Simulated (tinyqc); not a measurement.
Worked calculation: plane-wave Kohn-Sham cycle with exchange-only LDA in a layered model solid. One step of it, computed by the program tinyqc.

Task: Iteration 2: Hamiltonian at one k. H(m,m') = (k + G_m)^2/2 delta + V(G_m - G_m'), with V(-G) = V(G).

A solid whose potential varies along x alone (atomic units):
```
parameter                      value
period a                   15.000000
cross-section of the cell  35.000000
electrons per cell                 4
grid points                       16
plane waves -n..n, n               2
k points                           1
V1 in V1 cos(2 pi x/a)     -0.190000
V2 in V2 cos(4 pi x/a)     -0.200000
```

V(G_m), m = 0, 1, 2, ... (hartree): -0.193759  -0.094783  -0.098781  -0.000013  -0.000048

k = 0.000000 2 pi / a

Give: H.

Result:

H (hartree), lower triangle:
```
        -2      -1      +0      +1     +2
-2   0.157
-1  -0.095  -0.106
+0  -0.099  -0.095  -0.194
+1   0.000  -0.099  -0.095  -0.106
+2   0.000   0.000  -0.099  -0.095  0.157
```
